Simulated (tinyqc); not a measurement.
Scale length and barrier from the threshold roll-off.

Problem. For L well above Lambda the threshold falls by 2 m sqrt(A (A + Vds)) exp(-pi L/(2 Lambda)), A being the height of the source potential over the barrier top; the two values follow this form. Find Lambda and A.

Inputs (values chosen for the exercise):
- m = 1.32 (long-channel body factor)
- Vds = 1 V (drain voltage)

threshold lowering at L = 28 and 45 nm (mV): 86.042205  12.835073

Answer. The ratio of the two values gives Lambda; the prefactor gives A (A + Vds), a quadratic with one positive root.

Lambda = 14.03 nm
A = 0.4000 V

tinyqc, about 0.01 s, one thread, Intel Xeon 2.30GHz (shared host): `OMP_NUM_THREADS=1 python tinyqc.py 2420133 2420134 out.jsonl`
